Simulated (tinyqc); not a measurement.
From results back to parameters: hydrogenic donor in a hard-walled well (variational). Five cases, with inputs chosen for the exercise.

Problem. The binding energy was computed from a hidden position zi >= 0.

Trial function cos(pi z/L) exp(-r/lam), r measured from the donor at zi, walls at +/- L/2, one eps everywhere. Counted from the lowest subband, E(lam) = c/(m lam^2) - (q/eps) I0/I1, with I0 the integral of cos^2(pi z/L) exp(-2|z - zi|/lam) over the well and I1 the same with the factor (|z - zi| + lam/2); c = hbar^2/2m0, q = e^2/(4 pi eps0). The binding energy is -E at the minimum.

Constants: hbar^2/2m0 = 3.80998211 eV angstrom^2; e^2/(4 pi eps0) = 14.39964547 eV angstrom.

Find: zi; 2 zi/L.

Method. The binding falls steadily from the centre to the wall, so bisection in zi, with the minimum over lam at each step, finds one position.

Case 1.

Values chosen (out of a larger set: near those of InGaAs; not measured data): m = 0.04 m0 (mass); eps = 13.6 (dielectric constant); L = 293 angstrom (well width).

binding energy = 4.6311 meV

Solution.

zi = 65.0 angstrom
2 zi/L = 0.44

Case 2.

Values chosen (out of a larger set: near those of Si, with one mean mass; not measured data): m = 0.304 m0 (mass); eps = 11.7 (dielectric constant); L = 70 angstrom (well width).

binding energy = 35.1494 meV

Solution.

zi = 17.0 angstrom
2 zi/L = 0.49

Case 3.

Values chosen (out of a larger set: near those of GaN; not measured data): m = 0.2 m0 (mass); eps = 9.8 (dielectric constant); L = 91 angstrom (well width).

binding energy = 29.7119 meV

Solution.

zi = 26.0 angstrom
2 zi/L = 0.57

Case 4.

Values chosen (out of a larger set: near those of GaAs; not measured data): m = 0.064 m0 (mass); eps = 12.8 (dielectric constant); L = 518 angstrom (well width).

binding energy = 6.6216 meV

Solution.

zi = 59.0 angstrom
2 zi/L = 0.23

Case 5.

Values chosen (out of a larger set: near those of Ge, with one mean mass; not measured data): m = 0.114 m0 (mass); eps = 15.8 (dielectric constant); L = 41 angstrom (well width).

binding energy = 10.9236 meV

Solution.

zi = 18.0 angstrom
2 zi/L = 0.88

Computed by tinyqc, one run a case: `OMP_NUM_THREADS=1 python tinyqc.py N N+1 out.jsonl` with N = 1251605, 1252023, 1252110, 1252155, 1252426; one thread of a shared Intel(R) Xeon(R) Processor @ 2.30GHz, about 0.03 s a run at most.
